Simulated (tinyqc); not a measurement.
Double-gate transistor below threshold, two-dimensional Poisson equation on a small mesh: effect of half the body thickness.

Half of a symmetric double-gate structure: row 0 is the mid-plane of the body, where the normal field vanishes. Mobile charge is neglected (subthreshold), the body is fully depleted, and potentials are counted from the intrinsic level; rows run upward to the gate, columns from source to drain.

Mesh: rows i = 0..12 in the semiconductor (step hs = tb/12, row 12 on the interface), then 8 step(s) ho = tox/8 up to the gate row 20; columns j = 0..80 (step hy = L/80). Box integration, divided by eps0: up_i = eps hy/h of the interval above row i, dn_i = that of the interval below (0 for row 0), lat_i = (sum of eps h/2 over the intervals above and below)/hy, s_i = -q Na w_i hy/eps0 with w_i the semiconductor height of the box (hs/2 for row 0 and the interface row, hs between, 0 in the insulator). Each free node obeys (up + dn + 2 lat) psi = up psi(above) + dn psi(below) + lat [psi(left) + psi(right)] + s. Fixed values: gate row Vg - Vfb; column 0 at Vbi and the last column at Vbi + Vd in the semiconductor, each running linearly to Vg - Vfb across the insulator. The system is solved directly. On row 0 the minimum of psi and its place come from a parabola through the three lowest nodes; barrier = Vbi - minimum, swing = Vt ln 10/(d psi/dVg), DIBL = (d psi/dVd)/(d psi/dVg) there. Lambda = pi/k with k the smallest positive root of tan(k tox) tan(k tb) = eox/eps_r.

Parameters, values chosen for the exercise; semiconductor permittivity close to that of silicon:
- T = 300 K (temperature)
- eps_r = 11.7 (relative permittivity of the semiconductor)
- eox = 9 (relative permittivity of the insulator)
- tox = 3.2 nm (insulator thickness)
- L = 60 nm (channel length)
- Na = 2e18 cm^-3 (acceptor density of the depleted body)
- Vbi = 0.46 V (potential of the source)
- Vfb = -0.08 V (gate offset)
- Vg = 0.1 V (gate voltage)
- Vd = 1 V (drain voltage)

Constants: q = 1.602176634e-19 C, kB = 1.380649e-23 J/K, Vt = kB T/q, eps0 = 8.8541878128e-14 F/cm where lengths are in cm. Results are converted to the units shown.

Results:
```
tb (nm),L/Lambda,barrier (V),place y/L,swing (mV/decade),DIBL (mV/V)
3.2,4.297,0.3353,0.4483,59.72,0.6603
4.2,3.723,0.3568,0.4423,60.02,1.706
5.6,3.147,0.3884,0.4350,60.76,4.495
7.4,2.633,0.4299,0.4275,62.35,10.98
13,1.756,0.5506,0.4132,72.01,57.89
```

Estimate the missing row, tb = 9.7 nm.

Computed row:
```
tb (nm),L/Lambda,barrier (V),place y/L,swing (mV/decade),DIBL (mV/V)
9.7,2.183,0.4817,0.4202,65.46,24.97
```

With this row back in the table: As tb goes from 3.2 to 13 nm, the barrier rises from 0.335 to 0.551 V, the swing rises from 59.7 to 72.0 mV a decade and DIBL rises from 0.660 to 57.9 mV/V; the ideal swing is 59.5. L/Lambda goes from 4.3 to 1.8.

tinyqc, about 0.09 s, one thread, Intel Xeon 2.30GHz (shared host): `OMP_NUM_THREADS=1 python tinyqc.py 2480009 2480010 out.jsonl`
